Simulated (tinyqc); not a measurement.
## Trap density from the capacitance step

Inverse problem. A junction with shallow donors Nd and a deep trap has C_HF = eps0 eps_r/W and C_LF = eps0 eps_r (Nd + Nt)/(Nd W + Nt xt), xt = W - lam. Find W, xt and Nt.

Values chosen for this exercise: relative permittivity eps_r = 12.6; shallow donor density Nd = 4.2e15 cm^-3.

Constants: eps0 = 8.8541878128e-14 F/cm where lengths are in cm. Results are converted to the units shown.

C_HF = 22.401187 nF/cm^2
C_LF = 23.061452 nF/cm^2
lam = 244.59160 nm

Answer. C_HF gives W. With y = C_LF/C_HF, Nt/Nd = (y - 1)/(1 - y xt/W).

W = 498.0 nm
xt = 253.4 nm
Nt = 2.600e14 cm^-3

Computed by the program tinyqc: `OMP_NUM_THREADS=1 python tinyqc.py 2050153 2050154 out.jsonl`, one thread of a shared Intel Xeon 2.30GHz, about 0.01 s for the whole run.
